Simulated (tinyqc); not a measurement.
CCSD on RHF in the sto-6g basis, for H4, spin multiplicity 1, step by step. One step of it, computed by the program tinyqc.

Question. Iteration 1: building the Fock matrix. J_ij = sum D_kl (ij|kl), K_ij = sum D_kl (ik|jl); F = H + J - 0.5 K; E = tr D H + tr D J / 2 - 0.25 tr D K + E_nn.

D at the start, order 1H 1s, 2H 1s, 3H 1s, 4H 1s:
```
[[0.950566, 0.096215, 0.025897, 0.005100],
 [0.096215, 0.886777, 0.100073, 0.025897],
 [0.025897, 0.100073, 0.886777, 0.096215],
 [0.005100, 0.025897, 0.096215, 0.950566]]
```

core Hamiltonian H = T + V (hartree), order 1H 1s, 2H 1s, 3H 1s, 4H 1s:
```
[[-1.507413, -1.150651, -0.284151, -0.066654],
 [-1.150651, -1.795410, -0.944362, -0.284151],
 [-0.284151, -0.944362, -1.795410, -1.150651],
 [-0.066654, -0.284151, -1.150651, -1.507413]]
```

Two-electron integrals (ij|kl) in chemists' order, unique and non-zero (hartree):
```
(11|11) 0.774999   (21|11) 0.374885   (21|21) 0.221012   (22|11) 0.523393
(22|21) 0.374885   (22|22) 0.774999   (31|11) 0.060527   (31|21) 0.039447
(31|22) 0.076018   (31|31) 0.008481   (32|11) 0.164508   (32|21) 0.122064
(32|22) 0.270393   (32|31) 0.030676   (32|32) 0.124522   (33|11) 0.269436
(33|21) 0.198700   (33|22) 0.450029   (33|31) 0.060527   (33|32) 0.270393
(33|33) 0.774999   (41|11) 0.011293   (41|21) 0.007490   (41|22) 0.014767
(41|31) 0.001740   (41|32) 0.006593   (41|33) 0.014767   (41|41) 0.000385
(42|11) 0.038174   (42|21) 0.027728   (42|22) 0.060527   (42|31) 0.007399
(42|32) 0.030676   (42|33) 0.076018   (42|41) 0.001740   (42|42) 0.008481
(43|11) 0.128672   (43|21) 0.091365   (43|22) 0.198700   (43|31) 0.027728
(43|32) 0.122064   (43|33) 0.374885   (43|41) 0.007490   (43|42) 0.039447
(43|43) 0.221012   (44|11) 0.187421   (44|21) 0.128672   (44|22) 0.269436
(44|31) 0.038174   (44|32) 0.164508   (44|33) 0.523393   (44|41) 0.011293
(44|42) 0.060527   (44|43) 0.374885   (44|44) 0.774999
```

nuclear repulsion = 2.43517123 hartree

Give: Coulomb J; exchange K; Fock matrix F; total energy of this density.

Answer.

Coulomb J (hartree), order 1H 1s, 2H 1s, 3H 1s, 4H 1s:
```
[[1.7530, 1.0754, 0.2348, 0.0520],
 [1.0754, 2.0117, 0.8675, 0.2348],
 [0.2348, 0.8675, 2.0117, 1.0754],
 [0.0520, 0.2348, 1.0754, 1.7530]]
```

exchange K (hartree), order 1H 1s, 2H 1s, 3H 1s, 4H 1s:
```
[[1.0246, 0.8171, 0.2836, 0.0970],
 [0.8171, 1.1577, 0.6625, 0.2836],
 [0.2836, 0.6625, 1.1577, 0.8171],
 [0.0970, 0.2836, 0.8171, 1.0246]]
```

Fock matrix F (hartree), order 1H 1s, 2H 1s, 3H 1s, 4H 1s:
```
[[-0.2667, -0.4838, -0.1912, -0.0631],
 [-0.4838, -0.3626, -0.4082, -0.1912],
 [-0.1912, -0.4082, -0.3626, -0.4838],
 [-0.0631, -0.1912, -0.4838, -0.2667]]
```

total energy of this density = -1.640092 hartree

This density is the starting one; it is not idempotent, so its energy is not variational and may lie below the converged one.
